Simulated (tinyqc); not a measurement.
ROHF in the sto-6g basis, for H2+, spin multiplicity 2, step by step. One step of it, computed by the program tinyqc.

Question. Iteration 2: Roothaan effective Fock matrix. With projectors Pc = D(beta) S, Po = (D(alpha) - D(beta)) S, Pv = 1 - D(alpha) S, the block xy is Px^T F Py; with Fc = (F(alpha) + F(beta))/2, the blocks are Fc for cc, oo, vv and cv, F(beta) for co and F(alpha) for ov.

F(alpha) (hartree):
```
           1H 1s      2H 1s
1H 1s  -0.772746  -0.600959
2H 1s  -0.600959  -0.772746
```

F(beta) (hartree):
```
           1H 1s      2H 1s
1H 1s  -0.304488  -0.267648
2H 1s  -0.267648  -0.304488
```

D(alpha) after iteration 1:
```
          1H 1s     2H 1s
1H 1s  0.365975  0.365975
2H 1s  0.365975  0.365975
```

D(beta) after iteration 1:
```
          1H 1s     2H 1s
1H 1s  0.000000  0.000000
2H 1s  0.000000  0.000000
```

overlap S:
```
          1H 1s     2H 1s
1H 1s  1.000000  0.366212
2H 1s  0.366212  1.000000
```

Give: effective F.

Answer.

effective F (hartree):
```
        1H 1s   2H 1s
1H 1s  -0.539  -0.434
2H 1s  -0.434  -0.539
```
